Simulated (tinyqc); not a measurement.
Spin curve: spin coating of a resist or spin-on film: centrifugal thinning, evaporation and the final thickness (Emslie and Meyerhofer models). Computed by tinyqc, a small Python program. Command: `OMP_NUM_THREADS=1 python tinyqc.py 3111983 3111984 out.jsonl spincoat walk`. One thread of a shared host (Intel(R) Xeon(R) Processor @ 2.30GHz), about 0.08 s of CPU time with the checks.

A Newtonian film stays uniform over the wafer; solvent and solids have the same density and the concentration is uniform through the thickness.

Inputs (values chosen for the exercise, of the order of those of a polymer resist in an ester solvent):

| quantity | value | unit |
|---|---|---|
| solids volume fraction c0 | 0.17 | - |
| kinematic viscosity of the solvent nu_s | 2.3 | mm^2/s |
| viscosity constant k | 1500 | mm^2/s |
| viscosity exponent gamma | 3.3 | - |
| spin speed f | 2000 | rpm |
| evaporation rate at 1000 rpm e0 | 0.57 | micrometre/s |
| starting thickness h0 | 400 | micrometre |
| wafer radius R | 100 | mm |

Method:
- omega = 2 pi f/60; nu(c) = nu_s + k c^gamma; evaporation rate e = e0 sqrt(f/1000 rpm).
- Flow constant K = 2 omega^2/(3 nu(c0)); Reynolds number of the air omega R^2/nu_air with nu_air = 15 mm^2/s.
- Meyerhofer estimate: flow rules until (1 - c0) K h^3 = e, then evaporation alone: h_w = (e/((1 - c0) K))^(1/3), dry film c0 h_w.
- Full model for solids s and liquid l per area, h = s + l, c = s/h: ds/dt = -c Q, dl/dt = -(1 - c) Q - e, Q = 2 omega^2 h^3/(3 nu(c)); integrated adaptively (relative tolerance 1e-9) until l = 0.

dry film, estimate = 1026.60 nm

Dry film against speed:

| f (rpm) | full model (nm) | estimate (nm) | time to dry (s) |
|---|---|---|---|
| 500 | 2361.0 | 2053.2 | 32.719 |
| 1000 | 1669.5 | 1451.8 | 16.362 |
| 1500 | 1363.1 | 1185.4 | 10.909 |
| 2000 | 1180.5 | 1026.6 | 8.182 |
| 3000 | 963.9 | 838.2 | 5.455 |
| 4000 | 834.7 | 725.9 | 4.091 |
| 6000 | 681.6 | 592.7 | 2.727 |

What does the comparison show, and why?

The full thickness goes as f^-0.500; the estimate as (e/omega^2)^(1/3) = f^(-1/2). The time to dry goes as f^-1.00. A thickness window of 1 % allows a speed error of about 2 %.
